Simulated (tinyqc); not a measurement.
The coupled modes against doping: free-carrier optics of a doped semiconductor (Drude model with one polar phonon).

eps(E) = ei [1 - Ep^2/(E^2 + i E Gam)] + (es - ei) wT^2/(wT^2 - E^2 - i E gT), with Ep^2 = 8 pi c (e^2/(4 pi eps0)) N/(m ei), c = hbar^2/2m0, N in 1/angstrom^3 (1e-24 per 1/cm^3); Gam = hbar/tau, tau = mu m m0/e with m0/e = 5.685630e-12 kg/C and mu in m^2/(V s). Energies in meV.

Constants: hbar^2/2m0 = 3.80998211 eV angstrom^2; e^2/(4 pi eps0) = 14.39964547 eV angstrom.

Values chosen for the exercise (mass and dielectric values near those of GaAs; N and mu are free inputs; interband absorption and the rise of the mass with filling are left out; shifted at random, so the results belong to these values and not to a real crystal): m = 0.071 m0 (conductivity mass); ei = 10.62 (high-frequency dielectric constant); wT = 33.4 meV (TO phonon); es = 12.38 (static dielectric constant).

L-, L+ solve E^4 - (wL^2 + Ep^2) E^2 + Ep^2 wT^2 = 0, wL = wT sqrt(es/ei); damping left out; energies in meV.

Modes:

| N (1/cm^3) | Ep | L- | L+ | Ep sqrt(ei/es) |
|---|---|---|---|---|
| 2.0e+16 | 6.05 | 5.59 | 36.14 | 5.60 |
| 7.0e+16 | 11.31 | 10.40 | 36.34 | 10.48 |
| 4.0e+17 | 27.05 | 23.47 | 38.48 | 25.05 |
| 7.0e+17 | 35.78 | 28.35 | 42.15 | 33.14 |
| 1.0e+18 | 42.76 | 30.43 | 46.94 | 39.61 |
| 3.0e+18 | 74.07 | 32.72 | 75.60 | 68.60 |
| 7.0e+18 | 113.14 | 33.14 | 114.03 | 104.79 |
| 2.0e+19 | 191.24 | 33.31 | 191.74 | 177.13 |

Give the missing row, N (1/cm^3) = 2.0e+17.

Computed row:
```
N (1/cm^3)     Ep     L-     L+  Ep sqrt(ei/es)
2.0e+17     19.12  17.27  36.99           17.71
```

wL = 36.06 meV

At low density L- follows Ep sqrt(ei/es) (5.59 against 5.60), a plasmon screened by the lattice, and L+ starts at wL. At the highest density L- has come within 0.09 meV of wT, since the carriers screen the field that lifts wL, and L+ is within 0.50 meV of Ep. The branches are closest, 13.80 meV, at 7e+17 1/cm^3 of those listed. The mass is held fixed, while in a real band it rises with filling.

Run: tinyqc, `OMP_NUM_THREADS=1 python tinyqc.py 1680560 1680561 out.jsonl`; Intel(R) Xeon(R) Processor @ 2.30GHz, one thread, shared host; about 0.01 s of CPU time with all checks.
